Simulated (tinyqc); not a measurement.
Comparisons within one model: model-solid line-up of a strained alloy layer on a substrate. A value that a table varies takes the place of the one given here.

All values of the alloy are linear in x but the gap, Eg(x) = (1 - x) Eg_A + x Eg_B - C x (1 - x), and the valence edge, Ev(x) = (1 - x) Ev_A + x Ev_B + fv C x (1 - x); Ec = Ev + Eg. Ev is the top of the unstrained valence band on a scale common to all materials. In the layer only the Gamma valley of the conduction band is followed, also where an X or L valley would lie lower.

Coherent growth on a (001) face: e_par = (a_s - a)/a, e_perp = -2 (C12/C11) e_par; exx = eyy = e_par, ezz = e_perp, no shear.

Strained edges: Ec + ac tr(e); the valence edges are Ev plus the levels of the 6 x 6 matrix of X, Y, Z times spin with -Dso/3 + l exx + m (eyy + ezz) on the diagonal (cyclic), n exy off it, l = av + 2 b, m = av - b, n = sqrt(3) d. Spin-orbit term (Dso/3) L.sigma on X, Y, Z with (L_k)_ij = -i epsilon_kij: <X+|H|Y+> = -i Dso/3, <X+|H|Z-> = Dso/3, <Y+|H|Z-> = -i Dso/3, <Z+|H|X-> = -Dso/3, <Z+|H|Y-> = i Dso/3, <X-|H|Y-> = i Dso/3, and their conjugates; + and - are the spin along z.

dEc = Ec(substrate) - Ec(layer), dEv = Ev(layer) - Ev(substrate); positive values confine the carrier in the layer. Type I: both of one sign; type II: opposite signs; type III: the gaps do not overlap.

Coherent growth: e_par = (a_s - a)/a. (001): e_perp = -2 (C12/C11) e_par; exx = eyy = e_par, ezz = e_perp, no shear. (111): e_perp = -(2 C11 + 4 C12 - 4 C44)/(C11 + 2 C12 + 4 C44) e_par; exx = eyy = ezz = (2 e_par + e_perp)/3 and exy = eyz = ezx = (e_perp - e_par)/3. (110): e_perp = -(C11 + 3 C12 - 2 C44)/(C11 + C12 + 2 C44) e_par; exx = eyy = (e_par + e_perp)/2, ezz = e_par, exy = (e_perp - e_par)/2, eyz = ezx = 0.

Values chosen for the exercise (A near GaP, B near InP, substrate near GaAs; not measured data):

| symbol | value | unit | meaning |
|---|---|---|---|
| a | (5.45, 5.862) | angstrom | lattice constant of A, B |
| Eg | (2.908, 1.428) | eV | gap at Gamma to the s-like level of A, B |
| Dso | (0.079, 0.108) | eV | spin-orbit splitting of A, B |
| Ev | (-1.26, -0.94) | eV | top of the unstrained valence band of A, B |
| ac | (-8.2, -5.99) | eV | conduction deformation potential of A, B |
| av | (1.71, 0.6) | eV | valence hydrostatic potential of A, B |
| b | (-1.6, -2) | eV | tetragonal shear potential of A, B |
| d | (-4.64, -4.94) | eV | trigonal shear potential of A, B |
| C11 | (140.5, 99.7) | GPa | of A, B |
| C12 | (62.7, 56.6) | GPa | of A, B |
| C44 | (71, 45.7) | GPa | of A, B |
| C | 0.773 | eV | bowing of the gap |
| fv | 0.2 |  | share of the bowing taken by the valence edge |
| a_s | 5.65 | angstrom | substrate |
| Eg_s | 1.512 | eV | lowest gap of the substrate |
| Ev_s | -0.81 | eV | substrate valence edge |
| face | 001 |  | growth face |
| x | 0.17 |  | fraction of B |

## Composition against offsets

Each composition is strained to the same substrate.

Results:

| x | e_par (%) | relaxed gap (eV) | strained gap (eV) | valence splitting (meV) | dEc (eV) | dEv (eV) | type |
|---|---|---|---|---|---|---|---|
| 0.09 | 2.97 | 2.711 | 2.237 | 256 | -0.532 | -0.193 | I |
| 0.21 | 2.05 | 2.469 | 2.155 | 178 | -0.430 | -0.213 | I |
| 0.32 | 1.22 | 2.266 | 2.090 | 105 | -0.344 | -0.233 | I |
| 0.44 | 0.33 | 2.066 | 2.023 | 26 | -0.259 | -0.253 | I |
| 0.55 | -0.47 | 1.903 | 1.923 | 27 | -0.188 | -0.224 | I |
| 0.67 | -1.33 | 1.745 | 1.793 | 50 | -0.118 | -0.163 | I |
| 0.78 | -2.10 | 1.621 | 1.682 | 58 | -0.062 | -0.107 | I |
| 0.90 | -2.93 | 1.506 | 1.568 | 63 | -0.010 | -0.046 | I |

The alloy matches the substrate at x = 0.485, where the top valence edge changes its character and the splitting passes through zero. The strained gap runs from 2.237 to 1.568 eV, against 2.711 to 1.506 eV for the relaxed alloy: strain takes back part of the change that the composition makes. Strains above 2 % can be kept only in layers of a few nanometres. The line-up is type I throughout, with the layer as the barrier. Offsets below about 50 meV are within the spread of parameter sets, so those rows do not settle the type. Where the alloy is indirect its X or L edge, left out, lies lower and sets the real gap and dEc.

## The same layer on three faces

Composition and substrate are kept.

Results:

| face | e_perp (%) | tr(e) (%) | shift of Ec (meV) | shift of Ev (meV) | valence splitting (meV) | gap (eV) |
|---|---|---|---|---|---|---|
| (001) | -2.174 | 2.535 | -198.3 | 167.7 | 204.6 | 2.1813 |
| (111) | -1.110 | 3.598 | -281.5 | 219.4 | 258.5 | 2.0464 |
| (110) | -1.326 | 3.382 | -264.6 | 208.9 | 236.4 | 2.0738 |

The layer yields most along the normal on (001) and least on (111), so the volume change, and with it the shift of Ec, is largest on (111). The valence splitting, set by b on (001), by d on (111) and by both on (110), is largest on (111). The gaps span 135 meV, from (111) to (001).

## What each parameter does

Strained gap, valence splitting and offsets. Each row changes one parameter from the base and keeps the others.

Results:

| case | gap (eV) | splitting (meV) | dEc (eV) | dEv (eV) |
|---|---|---|---|---|
| base | 2.1813 | 204.6 | -0.4632 | -0.2061 |
| x = 0.19 | 2.1682 | 191.6 | -0.4467 | -0.2095 |
| a_s = 5.67 angstrom | 2.1223 | 238.8 | -0.4327 | -0.1776 |
| C = 0.873 eV | 2.1672 | 204.6 | -0.4519 | -0.2033 |
| fv = 0.4 | 2.1813 | 204.6 | -0.4850 | -0.1843 |
| Ev_s = -0.76 eV | 2.1813 | 204.6 | -0.4132 | -0.2561 |
| d = (-5.336, -5.681) eV | 2.1813 | 204.6 | -0.4632 | -0.2061 |
| av = (1.966, 0.69) eV | 2.1756 | 204.6 | -0.4632 | -0.2004 |
| Dso = (0.091, 0.124) eV | 2.1838 | 202.2 | -0.4632 | -0.2086 |

The largest shifts from the base row, up to three for each result and ties (the steps differ in size, so this ranks the rows, not the parameters). gap (eV): a_s -0.0590, C -0.0141, x -0.0132; unchanged at the printed digits by fv, Ev_s and d. splitting (meV): a_s +34.2, x -13.0, Dso -2.5; unchanged at the printed digits by C, fv, Ev_s, d and av. dEc (eV): Ev_s +0.0500, a_s +0.0305, fv -0.0218; unchanged at the printed digits by d, av and Dso. dEv (eV): Ev_s -0.0500, a_s +0.0285, fv +0.0218; unchanged at the printed digits by d.

Computed by tinyqc, a small Python program: `OMP_NUM_THREADS=1 python tinyqc.py 1081285 1081286 out.jsonl` (the numbers bound the seed that draws the inputs); one thread of a shared host (Intel(R) Xeon(R) Processor @ 2.30GHz), about 0.01 s for the whole set of steps.
